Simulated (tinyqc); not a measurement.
The same scatterer in wider strips: conductance of a narrow metal strip with scatterers (square lattice, Green functions).

A strip of W sites across with hard walls, site energy 0 and hopping -t. Mode n = 1 to W has profile chi_n(j) = sqrt(2/(W + 1)) sin(n j pi/(W + 1)) and energy en = -2t cos(n pi/(W + 1)); E = en - 2t cos(kn a). With z_n = exp(i kn a) (Im k > 0 for closed modes, |z| < 1) each lead gives the self-energy -t z_n in mode n. One column carries the site energies v, here one foreign atom. In the mode basis V_nm = sum_j chi_n(j) v_j chi_m(j), G = (E - en + 2 t z_n - V)^-1, and t_nm = 2t sqrt(sin(kn a) sin(km a)) G_nm in size for open modes. T = sum |t_nm|^2, conductance (2e^2/h) T.

Constants: e^2/h = 3.874045865e-05 S.

Values chosen for the exercise (hopping and spacing of the size met in Cu or Al; the lattice is a model; not measured data):
- t = 1.52 eV (hopping)
- a = 2.73 angstrom (spacing)
- E = 1.76 eV (Fermi energy)
- v = (0, 0, -6.1) eV (site energies in the scattering column)

Width (W + 1) a; the strength is the entry of v largest in size. The foreign atom sits at site W/2 + 1, rounded down. Added resistance (1/T - 1/M)/(2 e^2/h), M the number of open modes.

Against width:

| W | width (angstrom) | M | T | T/M | added resistance (ohm) |
|---|---|---|---|---|---|
| 3 | 10.9 | 2 | 1.8307 | 0.9153 | 596.9 |
| 4 | 13.7 | 3 | 2.5346 | 0.8449 | 790.0 |
| 5 | 16.4 | 3 | 2.5388 | 0.8463 | 781.6 |
| 6 | 19.1 | 4 | 3.5050 | 0.8762 | 455.7 |
| 8 | 24.6 | 5 | 4.7420 | 0.9484 | 140.4 |
| 10 | 30.0 | 7 | 6.3543 | 0.9078 | 187.4 |
| 14 | 41.0 | 9 | 8.6601 | 0.9622 | 56.3 |
| 20 | 57.3 | 13 | 12.6105 | 0.9700 | 30.7 |

How do the results move, and what explains it?

The added resistance is 597 ohm at W = 3 and 30.7 at W = 20; from W = 10 to 20 it changes by a factor 0.16, where 1/M gives 0.54 and 1/M^2 gives 0.29. A point scatterer removes at most one unit of M (here 0.17 to 0.65), so its resistance is at most 1/(M (M - 1)) in units of h/2e^2, without bound for M = 1, with jumps where modes open or where the site sits near a node of the open modes; the largest value is at W = 4 (790 ohm).

(tinyqc, `OMP_NUM_THREADS=1 python tinyqc.py 1481274 1481275 out.jsonl`, Intel(R) Xeon(R) Processor @ 2.30GHz, 1 thread, shared host, about 0.01 s.)
